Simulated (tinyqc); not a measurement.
Inside a calculation. Model: floating body of a partially depleted SOI transistor: body voltage and kink.

Numbers from tinyqc (`OMP_NUM_THREADS=1 python tinyqc.py 2182055 2182056 out.jsonl`; about 0.2 s on one thread of a shared Intel Xeon 2.30GHz). Printed values are rounded.

Source at 0 V. Channel current Ic = 2 nf K Vt^2 [F(0) - F(Vd)](1 + la Vd), F(V) = ln^2(1 + exp((Vg - VT - nf V)/(2 nf Vt))), VT = VT0 - gb Vb. Saturation voltage Vs = 2 Vt sqrt(F(0)) + 3 Vt, excess Ve = (Vd - Vs + sqrt((Vd - Vs)^2 + 0.0004 V^2))/2, multiplication M1 = Ai Ve exp(-Bl/Ve). Each junction passes D(v) = J1 (exp(v/Vt) - 1) + J2 (exp(v/(2 Vt)) - 1). Bipolar current Ib = bb J1 (exp(Vb/Vt) - 1). The body settles where M1 (Ic + Ib) = D(Vb) + D(Vb - Vd) + Vb/Rb; drain current Id = (1 + M1)(Ic + Ib) - D(Vb - Vd).

Inputs (values chosen for the exercise); values of the order met in partially depleted silicon-on-insulator transistors:
```
symbol    value         unit                                                                                            meaning
T           300            K                                                                                        temperature
VT0        0.49            V                                                                     threshold at zero body voltage
gb         0.35                                                                  fall of the threshold per volt of body voltage
nf         1.48                                                                                                    slope factor
K           360  uA/(V^2 um)                                                                              gain factor per width
la         0.03          1/V                                                                   channel-length modulation factor
Ai         3.83          1/V                                                                        impact-ionisation prefactor
Bl          4.1            V                                                                          impact-ionisation voltage
J1      6.6e-12        uA/um                                                      diffusion saturation current of each junction
J2       5.1e-9        uA/um                                                  recombination saturation current of each junction
bb            1                                                 gain of the lateral bipolar transistor on the diffusion current
Rb          1e9      kohm um  resistance of a weak body tie to the source (1e9 stands for no tie, and the term is then dropped)
Vg         0.81            V                                                                                       gate voltage
Vd          1.1            V                                                                                      drain voltage
```

Constants: q = 1.602176634e-19 C, kB = 1.380649e-23 J/K, Vt = kB T/q. Results are converted to the units shown.

Range of the model: The multiplication law is an empirical form chosen for the exercise; self-heating and capacitive coupling to the body are left out, and the linear laws are rough once Vb passes about 0.7 V or M1 about 0.1.

## Starting value

Vb = 0.72 V.

Vb at the start = 0.72 V

## Iteration 1: new Vb

Current into the body I_in = M1 (Ic + Ib) - D(Vb - Vd), current out I_out = D(Vb) + Vb/Rb; f = ln(I_in/I_out), s = df/dVb by central differences over 1e-5 V, Vb(new) = Vb - f/s.

Ic = 41.11204 uA/um
Ve = 0.6360854 V
M1 = 0.003867168
I_in = 0.1907855 uA/um
I_out = 8.228338 uA/um
f = -3.764189
s = -33.96802 1/V
Vb after iteration 1 = 0.6091843 V

## Iteration 2: new Vb

As before.

Ic = 35.72994 uA/um
Ve = 0.6622663 V
M1 = 0.005194857
I_in = 0.1861994 uA/um
I_out = 0.1137486 uA/um
f = 0.4928276
s = -39.70370 1/V
Vb after iteration 2 = 0.6215969 V

## Course of the iteration

Stop when the step is below 1e-10 V, or after 40 iterations.

Course of the iteration:
```
iteration  Vb before the step (V)  step (V)
1                            0.72    -0.111
2                       0.6091843    0.0124
3                       0.6215969   1.10e-6
4                       0.6215980  4.04e-14
```

Converged in 4 iterations.

## Drain current with floating and with grounded body

converged Vb = 0.6215980 V

Id and VT at the converged Vb, Id at Vb = 0, their ratio, and the bipolar share Ib/(Ic + Ib).

VT = 0.2724407 V
Id, floating = 36.68039 uA/um
Id, grounded = 13.20477 uA/um
ratio = 2.777814
bipolar share = 0.5008146 %

The body rises to 0.622 V and lowers the threshold by 218 mV.
